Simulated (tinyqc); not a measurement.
## Gate voltage for a given inversion charge

Inverse problem. p-type body, charge-sheet picture, depletion and inversion only, full ionisation (an idealisation for deep acceptors), Boltzmann statistics (rough once Na exp(x - xn) passes about Nc/7). In units of Vt: xg = (Vg - Vfb)/Vt, x = psi/Vt, G = gamma/sqrt(Vt), xn = (2 phiF + Vc)/Vt. The implicit equation is (xg - x)^2 = G^2 [x - 1 + exp(x - xn)] for x above about 3. Cox = eps0 eox/tox. ni = sqrt(Nc Nv) exp(-Eg/(2 Vt)), Eg in volts; phiF = Vt ln(Na/ni); gamma = sqrt(2 q eps0 eps_r Na)/Cox. N_inv = (Cox Vt G/q) [sqrt(x - 1 + exp(x - xn)) - sqrt(x - 1)]. Find x - xn, psi and Vg.

Values chosen for this exercise; band and dielectric values close to those of silicon: temperature T = 300 K; band gap Eg = 1.14 eV; relative permittivity eps_r = 11.8; conduction-band density of states at T Nc = 2.76e19 cm^-3; valence-band density of states at T Nv = 2.69e19 cm^-3; relative permittivity of the gate insulator (close to silicon dioxide) eox = 3.9; insulator thickness tox = 23 nm; acceptor density Na = 3.5e16 cm^-3; flat-band voltage Vfb = -0.95 V; channel-body voltage Vc = 1 V.

Constants: q = 1.602176634e-19 C, kB = 1.380649e-23 J/K, Vt = kB T/q, eps0 = 8.8541878128e-14 F/cm where lengths are in cm. Results are converted to the units shown.

N_inv = 3.1e10 cm^-2

Answer. N_inv rises steadily with x, so it fixes x; the implicit equation then gives xg directly.

x - xn = 1.58
psi = 1.84 V
Vg = 1.89 V

Numbers from tinyqc (`OMP_NUM_THREADS=1 python tinyqc.py 2122177 2122178 out.jsonl`; about 0.01 s on one thread of a shared Intel Xeon 2.30GHz).
